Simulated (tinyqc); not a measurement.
Inside a calculation: band-to-band tunnelling across a p-n junction in a two-band chain. Values are carried at full precision from step to step, so a last printed digit may differ when a step is redone from the rounded ones.

Sites alternate A at -Eg/2 and C at +Eg/2 with hopping -t; near the edges, with k counted from the zone boundary pi/a, E^2 = (Eg/2)^2 + (t a k)^2, so t = sqrt(c Eg/m)/a gives the mass m, c = hbar^2/2m0. In the gap cosh(q a) = 1 + (Eg^2/4 - e^2)/(2 t^2), e the energy from the local mid-gap. The potential is V0 = Eg + ov on the p side (left), 0 on the n side, and falls linearly over the 2N sites of the junction, V_j = V0 (1 - j/(2N + 1)), j = 1 to 2N, site 1 being A. E = Eg/2 + x ov. A half chain that ends on a site of level e1 with neighbour e2 has g = (1 + z)/(E - e1), z = exp(-/+ i k a) the root with Im g < 0, cos(k a) = (E - e1)(E - e2)/(2 t^2) - 1. S_L = t^2 g (ending on C, shifted by V0), S_R = t^2 g (starting on A). T = 4 Im(S_L) Im(S_R) |G_(1,2N)|^2.

Constants: hbar^2/2m0 = 3.80998211 eV angstrom^2.

Parameters, chosen for this exercise (gap and mass near those of InAs; the results hold for these values, not for the real material): Eg = 0.362 eV (gap); m = 0.0252 m0 (mass of electron and light hole); a = 6 angstrom (period (two sites)); ov = 0.1 eV (overlap: top of the valence band on the p side above the conduction edge on the n side); N = 4 (periods in the small junction); x = 0.4 (energy above the n-side conduction edge, as a share of ov).

## Hopping, field and tunnelling length

Form t, V0, E, the field F = V0/((2N + 1) a/2) (1 V/angstrom = 100 MV/cm) and the length Eg/F over which E lies in the gap.

t = 1.2330 eV
V0 = 0.4620 eV
E = 0.2210 eV
F = 1.711 MV/cm
tunnelling length = 21.16 angstrom

So short a junction keeps the matrix small; its field is of the size of the 1 to 3 MV/cm of tunnel diodes.

## Self-energies of the two sides

Form cos(k a) and S for each side.

cos(k a): left -0.991673, right -0.994712

S_L, S_R (eV): [-0.03000-0.46396i, 0.02000-0.38842i]

## Recursive Green function

g_1 = 1/(E - e_1 - S_L); g_j = 1/(E - e_j - t^2 g_(j-1)), with S_R also subtracted at the last site; G_1j = G_1(j-1) (-t) g_j, G_11 = g_1; e_j is the site level plus V_j. The self-energies stand in the order S_L, S_R.

Sweep:
```
j  e_j (eV)       g_j (1/eV)      G_1j (1/eV)
1    0.2297   0.0989-2.1508i   0.0989-2.1508i
2    0.5403  -0.0430-0.2996i   0.7999-0.0776i
3    0.1270   0.6845-1.9557i  -0.4879+1.9943i
4    0.4377  -0.1207-0.2853i  -0.7742+0.1250i
5    0.0243   1.1427-1.3041i   0.8897-1.4210i
6    0.3350  -0.2516-0.2695i   0.7481-0.1452i
7   -0.0783   1.0776-0.6474i  -0.8781+0.7902i
8    0.2323  -0.3574-0.2938i  -0.6732+0.0301i
```

T = 0.3273

## WKB for the same field

T = exp(-2 I/F), I = integral of q de across the gap. Continuum: q = sqrt(Eg^2/4 - e^2)/(t a), I = pi Eg^2/(8 t a). Lattice: q from the cosh formula, 12 Gauss-Legendre points in u with e = (Eg/2) sin(u), u from -pi/2 to pi/2. F in V/angstrom is the value in MV/cm over 100.

I (eV/angstrom): continuum 0.006956, lattice 0.006951

T by WKB: continuum 0.4435, lattice 0.4437

The chain gives 0.3273, 0.738 times the lattice WKB value; the exponent is only 0.81, and reflections at the two kinks of the potential count.

## Checks

- G_(1,2N) from the sweep against inversion of the whole matrix (size): both 0.67386.

Program tinyqc; command `OMP_NUM_THREADS=1 python tinyqc.py 1482870 1482871 out.jsonl`; about 0.01 s on one thread of a shared Intel(R) Xeon(R) Processor @ 2.30GHz.
